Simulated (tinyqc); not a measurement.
Inside a calculation (part 3 of 3). Method: UHF in the sto-6g basis, for BeH2, spin multiplicity 1. Computed by tinyqc, a small Python program that keeps every step (integrals from PySCF). Command: `OMP_NUM_THREADS=1 python tinyqc.py 22780 22781 out.jsonl` (the two numbers bound the seeds that draw the settings). One thread of a shared host (Intel(R) Xeon(R) Processor @ 2.60GHz), about 0.2 s of CPU time with the checks.

Geometry (angstrom):
```
atom         x          y         z
Be    0.000000   0.000000  0.000000
H     0.000000   1.451000  0.132000
H     0.000000  -1.516000  0.138000
```

## Iteration 32 (converged): orbitals

converged F(alpha) (hartree):
```
            1Be 1s     1Be 2s    1Be 2px    1Be 2py    1Be 2pz      2H 1s      3H 1s
1Be 1s   -4.596667  -1.249352   0.000000  -0.000212   0.001969  -0.277587  -0.240282
1Be 2s   -1.249352  -0.576119  -0.000004  -0.008976  -0.017171  -0.372506  -0.350545
1Be 2px   0.000000  -0.000004   0.210180   0.000001   0.000000  -0.000002  -0.000003
1Be 2py  -0.000212  -0.008976   0.000001  -0.176440  -0.001105  -0.318077   0.307835
1Be 2pz   0.001969  -0.017171   0.000000  -0.001105   0.208117  -0.022923  -0.021978
2H 1s    -0.277587  -0.372506  -0.000002  -0.318077  -0.022923  -0.272178  -0.025878
3H 1s    -0.240282  -0.350545  -0.000003   0.307835  -0.021978  -0.025878  -0.249736
```

converged F(beta) (hartree):
```
            1Be 1s     1Be 2s    1Be 2px    1Be 2py    1Be 2pz      2H 1s      3H 1s
1Be 1s   -4.596667  -1.249352   0.000000  -0.000212   0.001969  -0.277587  -0.240282
1Be 2s   -1.249352  -0.576119   0.000004  -0.008976  -0.017171  -0.372506  -0.350545
1Be 2px   0.000000   0.000004   0.210180  -0.000001   0.000000   0.000002   0.000003
1Be 2py  -0.000212  -0.008976  -0.000001  -0.176440  -0.001105  -0.318077   0.307835
1Be 2pz   0.001969  -0.017171   0.000000  -0.001105   0.208117  -0.022923  -0.021978
2H 1s    -0.277587  -0.372506   0.000002  -0.318077  -0.022923  -0.272178  -0.025878
3H 1s    -0.240282  -0.350545   0.000003   0.307835  -0.021978  -0.025878  -0.249736
```

X:
```
                 1          2          3         4          5          6          7
1Be 1s   -0.043831  -0.359155   0.872241  0.000000  -0.345705   0.183429   0.181688
1Be 2s    0.196896   1.114067  -0.098088  0.000000  -0.058217   0.372573   0.375164
1Be 2px   0.000000   0.000000   0.000000  1.000000   0.000000   0.000000   0.000000
1Be 2py   1.243524  -0.165793  -0.005575  0.000000   0.002281  -0.396504   0.385253
1Be 2pz   0.018477   0.103833   0.386048  0.000000   0.918247   0.032835   0.032894
2H 1s    -1.021957  -0.588289  -0.262955  0.000000   0.106517  -0.023762   0.520914
3H 1s     0.767447  -0.823579  -0.275437  0.000000   0.111230   0.524926  -0.017242
```

Diagonalise F' = X^T F X, C = X C', fill 3 alpha and 3 beta electrons from the bottom; D(s) = C_occ C_occ^T. Each column has its largest component positive (the first on a tie).

F' = X^T F X (alpha) (hartree):
```
           1          2          3          4          5          6          7
1   0.753832  -0.042876   0.052327   0.000000  -0.018914  -0.021182   0.050380
2  -0.042876   0.300417   0.583183  -0.000001  -0.226213   0.181028   0.172471
3   0.052327   0.583183  -3.082838   0.000002   1.406055  -1.053583  -1.062595
4   0.000000  -0.000001   0.000002   0.210180   0.000000  -0.000003  -0.000002
5  -0.018914  -0.226213   1.406055   0.000000  -0.393217   0.465904   0.469595
6  -0.021182   0.181028  -1.053583  -0.000003   0.465904  -0.808146  -0.429912
7   0.050380   0.172471  -1.062595  -0.000002   0.469595  -0.429912  -0.830240
```

orbital energies (alpha) (hartree): MO1 -4.598216, MO2 -0.432978, MO3 -0.390366, MO4 0.205850, MO5 0.210180, MO6 0.395399, MO7 0.760118

coefficients C (alpha):
```
               MO1        MO2        MO3        MO4        MO5        MO6        MO7
1Be 1s    0.994711  -0.202611   0.029828   0.043699   0.000002  -0.210903  -0.010383
1Be 2s    0.021080   0.576454  -0.095258  -0.197224  -0.000006   1.087998   0.089599
1Be 2px   0.000000   0.000006  -0.000003  -0.000044   1.000000  -0.000006   0.000000
1Be 2py   0.000123   0.075497   0.490838   0.002360   0.000000  -0.049035   1.276902
1Be 2pz  -0.000151   0.020629  -0.002943   0.979406   0.000045   0.213802   0.010507
2H 1s    -0.002441   0.455523   0.355226   0.088777  -0.000002  -0.714201  -0.944049
3H 1s    -0.002476   0.325992  -0.482730   0.092526  -0.000004  -0.777741   0.823768
```

F' = X^T F X (beta) (hartree):
```
           1          2          3          4          5          6          7
1   0.753832  -0.042876   0.052327   0.000000  -0.018914  -0.021182   0.050380
2  -0.042876   0.300417   0.583183   0.000001  -0.226213   0.181028   0.172471
3   0.052327   0.583183  -3.082838  -0.000002   1.406055  -1.053583  -1.062595
4   0.000000   0.000001  -0.000002   0.210180   0.000000   0.000003   0.000002
5  -0.018914  -0.226213   1.406055   0.000000  -0.393217   0.465904   0.469595
6  -0.021182   0.181028  -1.053583   0.000003   0.465904  -0.808146  -0.429912
7   0.050380   0.172471  -1.062595   0.000002   0.469595  -0.429912  -0.830240
```

orbital energies (beta) (hartree): MO1 -4.598216, MO2 -0.432978, MO3 -0.390366, MO4 0.205850, MO5 0.210180, MO6 0.395399, MO7 0.760118

coefficients C (beta):
```
               MO1        MO2        MO3        MO4        MO5        MO6        MO7
1Be 1s    0.994711  -0.202611   0.029828   0.043699  -0.000002  -0.210903  -0.010383
1Be 2s    0.021080   0.576454  -0.095258  -0.197224   0.000006   1.087998   0.089599
1Be 2px   0.000000  -0.000006   0.000003   0.000044   1.000000   0.000006   0.000000
1Be 2py   0.000123   0.075497   0.490838   0.002360   0.000000  -0.049035   1.276902
1Be 2pz  -0.000151   0.020629  -0.002943   0.979406  -0.000045   0.213802   0.010507
2H 1s    -0.002441   0.455523   0.355226   0.088777   0.000002  -0.714201  -0.944049
3H 1s    -0.002476   0.325992  -0.482730   0.092526   0.000004  -0.777741   0.823768
```

D(alpha) after iteration 32:
```
            1Be 1s     1Be 2s    1Be 2px    1Be 2py    1Be 2pz      2H 1s      3H 1s
1Be 1s    1.031390  -0.098668  -0.000001  -0.000533  -0.004417  -0.084126  -0.082911
1Be 2s   -0.098668   0.341818   0.000004  -0.003233   0.012169   0.228699   0.233851
1Be 2px  -0.000001   0.000004   0.000000  -0.000001   0.000000   0.000002   0.000003
1Be 2py  -0.000533  -0.003233  -0.000001   0.246622   0.000113   0.208749  -0.212331
1Be 2pz  -0.004417   0.012169   0.000000   0.000113   0.000434   0.008352   0.008146
2H 1s    -0.084126   0.228699   0.000002   0.208749   0.008352   0.333692  -0.022975
3H 1s    -0.082911   0.233851   0.000003  -0.212331   0.008146  -0.022975   0.339305
```

D(beta) after iteration 32:
```
            1Be 1s     1Be 2s    1Be 2px    1Be 2py    1Be 2pz      2H 1s      3H 1s
1Be 1s    1.031390  -0.098668   0.000001  -0.000533  -0.004417  -0.084126  -0.082911
1Be 2s   -0.098668   0.341818  -0.000004  -0.003233   0.012169   0.228699   0.233851
1Be 2px   0.000001  -0.000004   0.000000   0.000001   0.000000  -0.000002  -0.000003
1Be 2py  -0.000533  -0.003233   0.000001   0.246622   0.000113   0.208749  -0.212331
1Be 2pz  -0.004417   0.012169   0.000000   0.000113   0.000434   0.008352   0.008146
2H 1s    -0.084126   0.228699  -0.000002   0.208749   0.008352   0.333692  -0.022975
3H 1s    -0.082911   0.233851  -0.000003  -0.212331   0.008146  -0.022975   0.339305
```

## Convergence

Stop when the energy changes by less than 1e-10 hartree and every element of the error matrix X^T (F D S - S D F) X (for each spin) is below 3e-06.

Course of the cycle:
```
iteration   E (hartree)     change  largest element of the error matrix
1          -14.98893366          -                             2.98e-01
2          -15.63204237  -6.43e-01                             7.44e-02
3          -15.67980687  -4.78e-02                             3.95e-02
4          -15.68876028  -8.95e-03                             2.69e-02
5          -15.69254674  -3.79e-03                             1.88e-02
6          -15.69440706  -1.86e-03                             1.33e-02
7          -15.69534258  -9.36e-04                             9.43e-03
8          -15.69581682  -4.74e-04                             6.70e-03
9          -15.69605827  -2.41e-04                             4.76e-03
10         -15.69618150  -1.23e-04                             3.39e-03
11         -15.69624450  -6.30e-05                             2.41e-03
12         -15.69627674  -3.22e-05                             1.72e-03
13         -15.69629325  -1.65e-05                             1.22e-03
14         -15.69630171  -8.46e-06                             8.71e-04
...                 ...        ...                                  ...
19         -15.69631030  -3.01e-07                             1.60e-04
20         -15.69631046  -1.55e-07                             1.14e-04
21         -15.69631054  -7.96e-08                             8.17e-05
22         -15.69631058  -4.09e-08                             5.83e-05
23         -15.69631060  -2.10e-08                             4.16e-05
24         -15.69631061  -1.08e-08                             2.97e-05
25         -15.69631061  -5.57e-09                             2.12e-05
26         -15.69631062  -2.87e-09                             1.51e-05
27         -15.69631062  -1.48e-09                             1.08e-05
28         -15.69631062  -7.60e-10                             7.73e-06
29         -15.69631062  -3.91e-10                             5.53e-06
30         -15.69631062  -2.02e-10                             3.95e-06
31         -15.69631062  -1.04e-10                             2.82e-06
32         -15.69631062  -5.35e-11                             2.02e-06
```

PySCF UHF in the same basis, after a stability check = -15.69631062 hartree

Converged in 32 iterations.

## Populations, bond orders and dipole

overlap S:
```
           1Be 1s    1Be 2s   1Be 2px    1Be 2py   1Be 2pz     2H 1s      3H 1s
1Be 1s   1.000000  0.254764  0.000000   0.000000  0.000000  0.055608   0.048068
1Be 2s   0.254764  1.000000  0.000000   0.000000  0.000000  0.414444   0.389535
1Be 2px  0.000000  0.000000  1.000000   0.000000  0.000000  0.000000   0.000000
1Be 2py  0.000000  0.000000  0.000000   1.000000  0.000000  0.488131  -0.467235
1Be 2pz  0.000000  0.000000  0.000000   0.000000  1.000000  0.044406   0.042532
2H 1s    0.055608  0.414444  0.000000   0.488131  0.044406  1.000000   0.023019
3H 1s    0.048068  0.389535  0.000000  -0.467235  0.042532  0.023019   1.000000
```

Mulliken: Z minus the diagonal of D S on the atom; Loewdin: the same with S^(1/2) D S^(1/2); Mayer order: 2 sum_s sum (D(s) S)_ij (D(s) S)_ji over the two atoms.

Charges (e):
```
atom   Mulliken    Loewdin  Mulliken spin
1Be    0.101950   0.083803              0
2H    -0.051071  -0.041455              0
3H    -0.050879  -0.042348              0
```

Mayer bond orders:
```
pair     order
2-1   0.994523
3-1   0.994543
3-2   0.002868
```

dipole moment about the origin, x y z (debye): 0.000000  0.021793  -0.421060

<S^2> of the determinant (pure state: 0) = 1.91e-10
